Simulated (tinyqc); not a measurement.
# Thermal stress, cracking, delamination and buckling of a thin film; Griffith cracks and misfitting inclusions, step by step

A worked calculation. Computed by tinyqc, a small Python program that keeps every step. Command: `OMP_NUM_THREADS=1 python tinyqc.py 3022858 3022859 out.jsonl filmcrack walk`. One thread of a shared host (Intel(R) Xeon(R) Processor @ 2.30GHz), about 0.01 s of CPU time with the checks. Intermediate numbers are printed to about 6 digits and carried at full precision; extremes and crossings named in words are read from the listed rows.

Isotropic linear elasticity; the substrate is much thicker than the film; stress is positive in tension.

Inputs (values chosen for the exercise, modelled on an aluminium film on silicon):
```
quantity,value,unit
film Young's modulus E,67.4,GPa
film Poisson ratio nu,0.33,-
film expansion alpha_f,23.5,1e-6/K
substrate expansion alpha_s,3.3,1e-6/K
deposition temperature T_d,550,K
final temperature T,300,K
intrinsic stress,-130,MPa
film thickness h,0.18,micrometre
film toughness Gamma_f,2.6,J/m^2
interface toughness Gamma_i,1.8,J/m^2
substrate Young's modulus E_s,156,GPa
substrate Poisson ratio nu_s,0.21,-
flaw half length a,0.22,micrometre
substrate surface energy gamma_s,2.1,J/m^2
inclusion radius R,1.3,micrometre
```

Inclusion: long cylinder (a filled via).

## Stress in the film

Thermal strain = (alpha_f - alpha_s)(T_d - T); stress = E/(1 - nu) x strain + intrinsic stress; plane-strain modulus Ebar = E/(1 - nu^2); G0 = stress^2 h/(2 Ebar) is the energy freed per area when a long strip loses its stress across its width.

thermal strain = 0.00505

film stress = 378.015 MPa

Ebar = 75.6369 GPa

G0 = 0.170031 J/m^2

The film ends in tension; the thermal part is 508 MPa. Caution: at a stress above 0.4 % of E a ductile film would yield, and the elastic value is then an upper bound; a brittle film in tension cracks instead.

## Elastic mismatch

Dundurs alpha = (Ebar - Ebar_s)/(Ebar + Ebar_s), with Ebar_s = E_s/(1 - nu_s^2). The channel-crack factor is taken as g = 1.258 (1 - alpha)^(-0.7), a rough interpolation chosen for the exercise (1.258 is the value for matched materials).

Dundurs alpha = -0.366615

factor g = 1.01095

The stiffer substrate holds the crack faces and lowers the driving force.

## Channel cracks and edge delamination

Channel crack through the film: G = pi g G0, critical thickness where G = Gamma_f. Steady delamination from an edge: G = G0, critical thickness where G = Gamma_i.

driving force for channelling = 0.540014 J/m^2

critical thickness for channelling = 0.866644 micrometre

critical thickness for delamination = 1.90554 micrometre

As the film thickens, channel cracking comes first. At h the film is safe against both. Caution: plastic flow makes a ductile metal film far tougher than the brittle value used here.

## Griffith crack in the substrate

Through crack of length 2a in plane strain: K_Ic = sqrt(2 gamma_s E_s/(1 - nu_s^2)); fracture stress = K_Ic/sqrt(pi a). An edge crack of depth a has K larger by 1.1215.

toughness K_Ic = 0.827905 MPa m^0.5

fracture stress, inner crack = 995.851 MPa

fracture stress, edge crack = 887.964 MPa

The inner crack lowers the strength to 6.4 % of the ideal E_s/10.

## A misfitting inclusion

Film material fills a long cylinder of radius R in the substrate, with the misfit e = thermal strain (it wants to shrink if e > 0). With the axial strain held by the substrate, s0 = (1 + nu) e/[(1 + nu)(1 - 2 nu)/E + (1 + nu_s)/E_s]; inside s_rr = s_tt = s0 and s_zz = E e + 2 nu s0; outside s_rr = s0 (R/r)^2, s_tt = -s_rr. Keep-out radius: where |s_rr| falls to 10 MPa (R if it is lower at the wall).

radial stress at the wall s0 = 464.308 MPa

mean stress inside = 525.143 MPa

keep-out radius = 8.85822 micrometre

The stress does not depend on R; its reach scales with R. Hydrostatic tension inside drives voids to form.

## Film, cylinder and sphere at the same misfit

Thermal misfit e alone, mean stress = trace/3 and largest difference of principal stresses inside. Film: E e/(1 - nu) in two directions, 0 in the third. Cylinder: s0 = (1 + nu) e/[(1 + nu)(1 - 2 nu)/E + (1 + nu_s)/E_s] twice and s_zz = E e + 2 nu s0. Sphere: e/[(1 - 2 nu)/E + (1 + nu_s)/(2 E_s)] three times.

Stresses inside (MPa):
```
shape,s1,s2,s3,mean,largest difference
film,508.015,508.015,0.000,338.677,508.015
cylinder,464.308,464.308,646.813,525.143,182.505
sphere,565.971,565.971,565.971,565.971,0.000
```

The mean stress in size is 339 MPa in the film, 525 in the cylinder and 566 in the sphere, while the largest difference, twice the largest shear stress, goes from 508 through 183 to 0. In a ductile solid shear can relax by slip and hydrostatic stress cannot, so a confined metal builds up the triaxial stress that opens voids.

Checks made by the program: fracture stress against the maximum of 4 a gamma - pi a^2 s^2/Ebar (relative difference 2e-08).
